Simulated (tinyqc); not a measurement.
Inside a calculation. Model: capacitance measurement on a leaky thin oxide: effects of series resistance and leakage.

Numbers from tinyqc (`OMP_NUM_THREADS=1 python tinyqc.py 2022192 2022193 out.jsonl`; about 0.01 s on one thread of a shared Intel Xeon 2.30GHz). Printed values are rounded.

The device is a capacitance C in parallel with a leakage conductance G, in series with Rs and Ls. An impedance meter reports either a parallel pair (Cp, Gp) from Y = 1/Z = Gp + i w Cp or a series pair (Cs, Rm) from Z = Rm + 1/(i w Cs); w = 2 pi f, dissipation D = Gp/(w |Cp|).

Inputs (values chosen for the exercise); values of the order met in thin-oxide MOS capacitors: relative permittivity of the gate insulator (close to silicon nitride) eox = 7.37; insulator thickness tox = 3.6 nm; gate area A = 100 um^2; oxide-equivalent thickness added by the accumulation layer zc = 0.29 nm; oxide-equivalent thickness added by gate depletion zp = 0.13 nm; gate leakage current density, not matched to the thickness Jg = 0.00016 A/cm^2; voltage for an e-fold rise of the leakage Vs = 0.19 V; series resistance Rs = 12 ohm; series inductance Ls = 0 nH; measuring frequency f = 10000 Hz.

Constants: eps0 = 8.8541878128e-14 F/cm where lengths are in cm. Results are converted to the units shown.

## True capacitance and conductance

EOT = 3.9 tox/eox; CET = EOT + zc + zp; C = 3.9 eps0 A/CET; G = Jg A/Vs.

EOT = 1.90502 nm
CET = 2.32502 nm
C = 1.48521 pF
G = 8.42105e-4 uS

## What the meter reports

Z = Rs + i w Ls + 1/(G + i w C).

Z = (0.00967-1.07151i) x 1e7 ohm
Cp = 1.48521 pF
Gp = 8.42210e-4 uS
Cs = 1.48533 pF
D = 0.00902514

Cp is within 0.01 % of C and Cs is within 0.01 % of it; G Rs = 1.01e-8, w C Rs = 1.12e-6 and G/(w C) = 0.00902.
